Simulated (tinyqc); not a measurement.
Raman shift of the zone-centre optical phonon of a diamond-structure crystal under stress. Changing the stress sigma (tension positive). Computed by tinyqc, a small Python program. Command: `OMP_NUM_THREADS=1 python tinyqc.py 3031165 3031166 out.jsonl ramanstress sweep`. One thread of a shared host (Intel(R) Xeon(R) Processor @ 2.30GHz), about 0.01 s of CPU time with the checks.

Axes x, y, z are the cube axes. Strain shifts the threefold optical mode and can split it; p, q and r are the phonon deformation potentials.

Inputs (values chosen for the exercise, modelled on silicon):
```
quantity                             value      unit
unstrained frequency omega_0         520.7      1/cm
p/omega_0^2                          -1.83         -
q/omega_0^2                          -2.37         -
r/omega_0^2                         -0.741         -
C11                                  163.9       GPa
C12                                  64.03       GPa
C44                                  79.26       GPa
polarisation angle phi                  30    degree
temperature coefficient d omega/dT  -0.024  1/(cm K)
local temperature T                    360         K
laser wavelength                       364        nm
```

Stress state: biaxial. Axis: [110].

Constants: h = 6.62607015e-34 J s; c = 299792458 m/s; k_B = 1.380649e-23 J/K.

Method:
- S11 = (C11 + C12)/D, S12 = -C12/D, D = (C11 - C12)(C11 + 2 C12), S44 = 1/C44.
- Equal biaxial stress in the plane normal to the axis (unit vector n): sigma_ij = sigma (delta_ij - n_i n_j).
- eps_xx = S11 sigma_xx + S12 (sigma_yy + sigma_zz), and cyclic; eps_xy = S44 sigma_xy/2 (tensor strain).
- Secular matrix: M_xx = p eps_xx + q (eps_yy + eps_zz), M_xy = 2 r eps_xy; its eigenvalues are omega^2 - omega_0^2, and the shifts are these over 2 omega_0.
- gamma = -(p + 2q)/(6 omega_0^2); the mean of the three shifts is -gamma omega_0 x (volume strain).
- Backscattering from a (001) surface: incident polarisation (cos phi, sin phi, 0). With Raman tensors (R_z)_xy = (R_z)_yx = 1 and cyclic, only the z component u_z of a mode counts: I = u_z^2 sin^2(2 phi) for parallel and u_z^2 cos^2(2 phi) for crossed polarisers. An unresolved line sits at the intensity-weighted shift, which is M_zz/(2 omega_0).
- A temperature above 300 K shifts the line by (d omega/dT)(T - 300 K); divided by the shift per stress it poses as a stress; the total shift adds it to the shift of the observed line. The anti-Stokes to Stokes ratio is [(omega_L + omega_0)/(omega_L - omega_0)]^3 exp(-h c omega_0/(k_B T)) in photon counts, omega_L = 1/wavelength, resonance effects left out.

One run for each value; columns: (1) stress sigma (tension positive) (GPa); (2) shift of the observed line (1/cm); (3) mean shift (1/cm); (4) volume strain (per mille); (5) total shift (1/cm):
```
(1)       (2)     (3)     (4)     (5)
-2.40   8.248   9.374  -16.44   6.808
-1.70   5.842   6.640  -11.65   4.402
-1.00   3.437   3.906   -6.85   1.997
-0.34   1.168   1.328   -2.33  -0.272
0.34   -1.168  -1.328    2.33  -2.608
1.00   -3.437  -3.906    6.85  -4.877
1.70   -5.842  -6.640   11.65  -7.282
2.40   -8.248  -9.374   16.44  -9.688
```

What does the table show, and why?

Over the rows, shift of the observed line (1/cm) falls from 8.25 to -8.25; mean shift (1/cm) falls from 9.37 to -9.37; volume strain (per mille) rises from -16.4 to 16.4. All stress shifts are linear and odd in sigma; the total is offset by the thermal shift, -1.44 per cm, and passes zero between sigma = -1.0 and -0.34 GPa, where stress and heating cancel.

Caution (rows -2.40, 2.40): strains above about 1 % call for terms beyond linear order. Caution (all rows): this stress has components normal to the (001) face, so it cannot reach a free (001) surface; it can act on buried material.

Extremes, crossings and ranges named in words are read from the listed rows.
